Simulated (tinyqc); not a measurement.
Size effects in the resistivity of thin metal films and interconnect lines: one step, computed by the program tinyqc.

Electrons lose their drift at surfaces (a share 1 - p of the hits) and at grain boundaries (reflection R), besides bulk scattering. The line sits in a trench with a non-conducting liner on both walls and the bottom; the spacing equals the drawn width.

Problem. Grain boundaries. Mayadas-Shatzkes: alpha = (lambda/D) R/(1 - R); rho_b/rho = 1 - 3 alpha/2 + 3 alpha^2 - 3 alpha^3 ln(1 + 1/alpha).

Inputs (values chosen for the exercise, modelled on ruthenium): bulk mean free path lambda = 6.65 nm; grain-boundary reflection R = 0.26.

Geometry: line.

grain size D = 15.58 nm

Give: alpha; rho/rho_b from grains.

Solution.

alpha = 0.14997

rho/rho_b from grains = 1.2167

The linear estimate 1 + 3 alpha/2 gives 1.225, within 2 %.
